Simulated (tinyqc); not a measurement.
Long-channel MOSFET, surface-potential model: one step of the calculation.

n-channel transistor on a uniformly doped p-type body, gradual-channel approximation, constant mobility, Boltzmann statistics, full ionisation. Potentials are counted from the neutral body; V is the electron quasi-Fermi potential, Vsb at the source and Vsb + Vds at the drain. Charges are magnitudes per area.

Question. Pao-Sah current by Simpson's rule. I = mu (W/L) integral of Qi dV; Simpson's rule on the 9 points, step Vds/8, weights 1, 4, 2, ..., 4, 1 times step/3.

Inputs (values chosen for the exercise); material values close to those of silicon: channel mobility mu = 240 cm^2/(V s); gate width W = 5 um; gate length L = 5 um; drain-source voltage Vds = 1.2 V.

Qi, Pao-Sah, point 0 to 8 (nC/cm^2): 44.232034  2.5200990  0.0091381398  2.7622135e-5  8.3438986e-8  2.5204607e-10  7.6136136e-13  2.2998618e-15  6.9472455e-18

Find: Pao-Sah current.

Answer.

Pao-Sah current = 0.65197 uA

Gauss-Legendre quadrature on many points gives 0.6985 uA, so this value is 6.7 % below it; the charge-sheet current, 0.6343 uA, is 9.2 % below it.

Numbers from tinyqc (`OMP_NUM_THREADS=1 python tinyqc.py 2360082 2360083 out.jsonl`; about 0.03 s on one thread of a shared Intel Xeon 2.30GHz).
